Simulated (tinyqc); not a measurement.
Forward curve with series resistance: current of a Schottky diode by thermionic-emission-diffusion theory, and its read-back from I-V-T and C-V data. Computed by tinyqc, a small Python program. Command: `OMP_NUM_THREADS=1 python tinyqc.py 3013221 3013222 out.jsonl schottky walk`. One thread of a shared host (Intel(R) Xeon(R) Processor @ 2.30GHz), about 0.01 s of CPU time with the checks.

Full ionisation, no tunnelling, no recombination current. V is the voltage across the junction itself, forward positive.

Inputs (values chosen for the exercise, modelled on n-type amorphous oxide):

| quantity | value | unit |
|---|---|---|
| Richardson constant A* | 40.5 | A/(cm^2 K^2) |
| effective density of states at 300 K, N_c | 5.2e+18 | 1/cm^3 |
| permittivity eps | 10 | - |
| mobility mu | 8.2 | cm^2/(V s) |
| barrier without image force phi_0 (mean) | 0.768 | eV |
| doping N | 1.8e+16 | 1/cm^3 |
| series resistance R_s | 0.15 | milliohm cm^2 |
| junction voltage V | 0.41 | V |
| temperature T | 300 | K |
| standard deviation sigma | 56 | meV |
| relative change of sigma^2 with bias, rho | 0.58 | 1/V |

Barrier: Gaussian spread of heights.

Constants: k_B = 8.617333262e-05 eV/K; e = 1.602176634e-19 C; eps_0 = 8.8541878128e-12 F/m.

Method:
- N_c(T) = N_c (T/300 K)^(3/2); V_bi = phi_0 - (k_B T/e) ln(N_c(T)/N); surface field F = sqrt(2 e N (V_bi - V - k_B T/e)/(eps eps_0)); image lowering d_phi = sqrt(e F/(4 pi eps eps_0)); effective barrier phi = phi_0 - d_phi - sigma^2 (1 - rho V)/(2 k_B T).
- Collection velocity v_R = A* T^2/(e N_c(T)); diffusion velocity v_D = mu F; J = e N_c(T) v_R/(1 + v_R/v_D) exp(-phi/k_B T) [exp(e V/k_B T) - 1].
- Terminal voltage V + J R_s; apparent ideality from neighbouring rows, (e/k_B T) dV_terminal/d ln J.

built-in voltage V_bi = 0.621521 V

Forward curve; the last column belongs to the interval up to the next row:

| V (V) | J (A/cm^2) | terminal voltage (V) | apparent n |
|---|---|---|---|
| 0.142 | 2.5977e-04 | 0.14200 | 1.0839 |
| 0.198 | 1.9168e-03 | 0.19800 | 1.0929 |
| 0.253 | 1.3427e-02 | 0.25300 | 1.1033 |
| 0.309 | 9.5684e-02 | 0.30901 | 1.1192 |
| 0.364 | 6.4211e-01 | 0.36410 | 1.1511 |
| 0.419 | 4.1489e+00 | 0.41962 | 1.2513 |
| 0.475 | 2.5917e+01 | 0.47889 | 1.6718 |
| 0.530 | 1.3521e+02 | 0.55028 | - |

What follows from these numbers?

The resistance takes over where J R_s exceeds k_B T/e, at J = 172 A/cm^2; the apparent ideality climbs from 1.08 to 1.67, so barrier and n must be read below that current.
